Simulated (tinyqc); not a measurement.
What each parameter does: finite square well with mass mismatch (envelope functions).

A square well of width L and depth V0, mass mw inside and mb outside, energies from the bottom of the well, c = hbar^2/2m0. k = sqrt(mw E/c), kappa = sqrt(mb (V0 - E)/c). psi and psi'/m are continuous at the walls (BenDaniel-Duke), so level n solves k L + 2 atan[(k/mw)/(kappa/mb)] = n pi.

Constants: hbar^2/2m0 = 3.80998211 eV angstrom^2.

Inputs chosen for the exercise (near those of the heavy valleys of a Si film in SiO2; not measured data): L = 30 angstrom (well width); V0 = 3.072 eV (barrier height); mw = 0.941 m0 (mass in the well); mb = 0.523 m0 (mass in the barrier).

Parabolic bands. Pb is the probability of level 1 in the barriers, (A^2/kappa)/(A^2/kappa + L/2 + sin(kL)/(2k)) with A = cos(kL/2).

One parameter was then changed.

Results before and after:

| case | E1 (eV) | bound levels | Pb | V0 - E1 (eV) |
|---|---|---|---|---|
| base | 0.0397 | 9 | 0.0007 | 3.0323 |
| changed | 0.0394 | 8 | 0.0009 | 2.5716 |

Which of these changes was made? (a) mw = 0.8469 m0; (b) L = 27 angstrom; (c) V0 = 2.611 eV; (d) mb = 0.6538 m0.

Answer: (c) V0 = 2.611 eV. Of the candidates, run in turn, only this one gives the changed row.

All candidates:

| case | E1 (eV) | bound levels | Pb | V0 - E1 (eV) |
|---|---|---|---|---|
| base | 0.0397 | 9 | 0.0007 | 3.0323 |
| L = 27 angstrom | 0.0484 | 8 | 0.0010 | 3.0236 |
| V0 = 2.611 eV | 0.0394 | 8 | 0.0009 | 2.5716 |
| mw = 0.8469 m0 | 0.0436 | 8 | 0.0009 | 3.0284 |
| mb = 0.6538 m0 | 0.0392 | 9 | 0.0008 | 3.0328 |

Program tinyqc; command `OMP_NUM_THREADS=1 python tinyqc.py 1250821 1250822 out.jsonl`; about 0.01 s on one thread of a shared Intel(R) Xeon(R) Processor @ 2.30GHz.
